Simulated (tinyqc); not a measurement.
Epitaxial growth on a vicinal surface: Burton-Cabrera-Frank step flow, step-edge barrier and island nucleation: one step, computed by the program tinyqc. Command: `OMP_NUM_THREADS=1 python tinyqc.py 3006890 3006891 out.jsonl stepflow walk`. One thread of a shared host (Intel(R) Xeon(R) Processor @ 2.30GHz), about 0.01 s of CPU time with the checks.

Adatoms land at rate F, hop on a square grid (a simplification for hexagonal faces), desorb, or join steps. Lengths are in units of a and n is the adatom coverage. Steps ascend at x = 0 and descend at x = l.

Question. Scales. D = nu exp(-E_d/(k_B T)) (a^2/s, nu counted per direction); tau = exp(E_a/(k_B T))/nu; x_s = sqrt(D tau); n_eq = exp(-E_f/(k_B T)); terrace width l = h/(a tan(miscut)); Schwoebel length l_s = exp(E_s/(k_B T)) - 1. Temperatures in kelvin are T(C) + 273.15.

Inputs (values chosen for the exercise, close to those used for 4H-SiC(0001)): site spacing a = 3.08 angstrom; step height h = 2.52 angstrom; diffusion barrier E_d = 1.84 eV; desorption energy E_a = 3.94 eV; adatom formation energy E_f = 1.71 eV; step-edge barrier E_s = 0.13 eV; attempt frequency nu = 5 THz; miscut angle = 0.3 degrees; temperature T = 1460 C.

Constants: k_B = 8.617333262e-05 eV/K.

Give: D; lifetime tau; diffusion length x_s; equilibrium coverage n_eq; terrace width l; Schwoebel length l_s.

Answer.

D = 2.231e+07 a^2/s

lifetime tau = 0.05729 s

diffusion length x_s = 1130 a

equilibrium coverage n_eq = 1.065e-05

terrace width l = 156.3 a

Schwoebel length l_s = 1.388 a

l/x_s = 0.138: nearly every adatom reaches a step.
